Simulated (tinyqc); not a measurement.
Inside a calculation. Model: out-diffusion of a doped substrate or buried layer into a growing epitaxial film. Computed by tinyqc, a small Python program that keeps every step. Command: `OMP_NUM_THREADS=1 python tinyqc.py 3005917 3005918 out.jsonl buried walk`. One thread of a shared host (Intel(R) Xeon(R) Processor @ 2.30GHz), about 0.01 s of CPU time with the checks. Intermediate numbers are printed to about 6 digits and carried at full precision; extremes and crossings named in words are read from the listed rows.

x is counted from the original substrate surface into the film, whose surface moves as x = v t. Substrate dopant has one diffusivity; the dopant of the film is taken as uniform.

Inputs (values chosen for the exercise, modelled on arsenic in silicon): prefactor D0 = 10.8 cm^2/s; activation energy E = 4.02 eV; substrate concentration C_s = 2.2e+19 1/cm^3; film doping C_e = 8.9e+15 1/cm^3; growth rate v = 2.7 um/min; film thickness d = 3.4 um; growth temperature T = 1125 C; autodoping level at the start, as a share of C_s = 0.003; decay length of autodoping = 0.18 um; later thermal budget (Dt)2 = 1.2e-12 cm^2.

Film doping: opposite type.

Constants: k_B = 8.617333262e-05 eV/K.

## Scales

D = D0 exp(-E/(k_B T)); growth time t = d/v; l = 2 sqrt(D t); growth number G = v t/l = d/l; 1 um = 1e-4 cm. Temperatures in kelvin are T(C) + 273.15.

diffusivity D = 3.49070e-14 cm^2/s

growth time t = 1.25926 min

length l = 0.0324803 um

growth number G = 104.679

The surface outruns diffusion, so the film acts as an infinite medium.

## Moving boundary against the simple erfc

For a surface that grows from dopant-free material and loses none by evaporation, with u = x/l and s = G - u: C/C_s = (1/2) [erfc(u) + (1 + 4 G (G + s)) exp(4 G s) erfc(G + s) - (4G/sqrt(pi)) exp(-u^2)]; for large G it tends to (1/2) erfc(u). Early in the growth G = sqrt(v x_s/(4 D)) for the thickness x_s reached so far; rows give C at the interface (u = 0) and at the surface (u = G).

The first stage of growth:
```
G     C/C_s at the interface  C at the surface (1/cm^3)  simple erfc there (1/cm^3)    ratio  thickness x_s (nm)
0.10                0.824033                1.74586e+19                 9.76291e+18  1.78826         3.10284e-03
0.25                0.679673                1.20808e+19                 7.96041e+18  1.51762         1.93928e-02
0.50                0.577186                6.15690e+18                 5.27450e+18  1.16729         7.75711e-02
0.75                0.538076                2.89511e+18                 3.17729e+18  0.91119         1.74535e-01
1.00                0.520901                1.24938e+18                 1.73029e+18  0.72206         3.10284e-01
1.50                0.507942                1.76578e+17                 3.72843e+17  0.47360         6.98140e-01
2.00                0.503733                1.68442e+16                 5.14551e+16  0.32736         1.24114e+00
2.50                0.502020                1.05912e+15                 4.47647e+15  0.23660         1.93928e+00
3.00                0.501207                4.31263e+13                 2.42995e+14  0.17748         2.79256e+00
```

At the interface the value falls from 0.824 towards 1/2 as G grows; among these rows it is within 1 % of 1/2 from G = 2 on. At the surface the ratio to the simple erfc goes from 1.788 to 0.177: a fixed wall would double the value, while fresh undoped material dilutes a fast-moving surface. The surface value drops below C_e = 8.9e15 by the row at 1.94 nm; the finished film has G = 105. Caution: rows with a thickness or a length l = x_s/G below about 1 nm are formal for a continuum model.

## Transition width

After growth and the later budget: l2 = 2 sqrt(D t + (Dt)2); C(x) = (C_s/2) erfc(x/l2) + share x C_s exp(-x/decay length) for x > 0 (autodoping taken as unchanged by the later budget). The transition x_t solves C(x) = C_e, the metallurgical junction. Usable film = d - x_t. Also give x_t for the erfc term alone, after growth and after the later budget.

length l2 = 0.0391787 um

x_t after growth, erfc alone = 0.0769318 um

x_t after the later budget, erfc alone = 0.0927974 um

x_t with autodoping = 0.360649 um

usable film = 3.03935 um

Autodoping sets the transition. The later budget is 0.45 times that of the growth. Caution: the substrate doping is comparable to or above the intrinsic density at growth temperature, so the diffusivity may be higher on that side.

## Profile in the film

Positions are 0.05, 0.2, 0.4, 0.6, 0.8, 1, 1.25 and 1.5 of x_t with autodoping (any beyond the film thickness are formal); net doping = |C - C_e|.

Concentrations (1/cm^3):
```
x/x_t    x (um)    diffusion   autodoping   net doping
0.05   0.018032  5.66616e+18  5.97085e+16  5.71697e+18
0.20   0.072130  1.01466e+17  4.42093e+16  1.36775e+17
0.40   0.144259  2.10808e+12  2.96130e+16  2.07151e+16
0.60   0.216389        < 1e8  1.98359e+16  1.09359e+16
0.80   0.288519        < 1e8  1.32868e+16  4.38681e+15
1.00   0.360649        < 1e8  8.90000e+15            0
1.25   0.450811        < 1e8  5.39326e+15  3.50674e+15
1.50   0.540973        < 1e8  3.26823e+15  5.63177e+15
```

Checks made by the program: conservation of dopant by the moving-boundary solution (relative difference below 1e-10).
